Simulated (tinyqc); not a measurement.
Range and order of the fit: effective mass of the light-hole band from tabulated energies.

c = hbar^2/2m0.
Constants: hbar^2/2m0 = 3.80998211 eV angstrom^2.

Energies along [110], from the band edge downward:
```
k (1/angstrom)   E (meV)
0.000000         0.00000
0.000950         0.23180
0.001900         0.92430
0.002850         2.06850
0.003800         3.65000
0.004750         5.64990
0.005700         8.04560
0.006650        10.81200
0.007600        13.92230
```

reference mass (curvature of the model at k = 0.0001 1/angstrom) = 0.014815 m0

Least-squares fits of E = a k^2 (+ b k^4 + d k^6) over points 1 to n, and the line y = c k^2/E against E; errors of m against the reference.

Results:
```
n  E at point n (meV)  one term (%)  two terms (%)  three terms (%)  line (%)  rms residual, one term (meV)
3                 2.1          0.89           0.02             0.03      0.02                         0.003
4                 3.6          1.51           0.03             0.01      0.01                         0.008
5                 5.6          2.27           0.06             0.01      0.01                         0.019
6                 8.0          3.16           0.11             0.01      0.01                         0.038
7                10.8          4.19           0.19             0.01      0.00                         0.066
8                13.9          5.35           0.31             0.02      0.00                         0.106
```

What can be read from this table?

The error of the parabola goes from +0.89 to +5.35 % as the range widens, and at n = 8 its residual, 0.11 meV, is only 0.8 % of the top energy: a small residual does not vouch for the mass. Over the full range (n = 8) the best form is the line (0.00 %); the line errs by +0.02 % at n = 3 and 0.00 % at n = 8. Without scatter, a narrower range or a second term is the cure: at n = 8 the errors are +5.35, +0.31 and +0.02 % for one, two and three terms. Three terms on three points interpolate exactly.

Program tinyqc; command `OMP_NUM_THREADS=1 python tinyqc.py 1880671 1880672 out.jsonl`; about 0.01 s on one thread of a shared Intel(R) Xeon(R) Processor @ 2.30GHz.
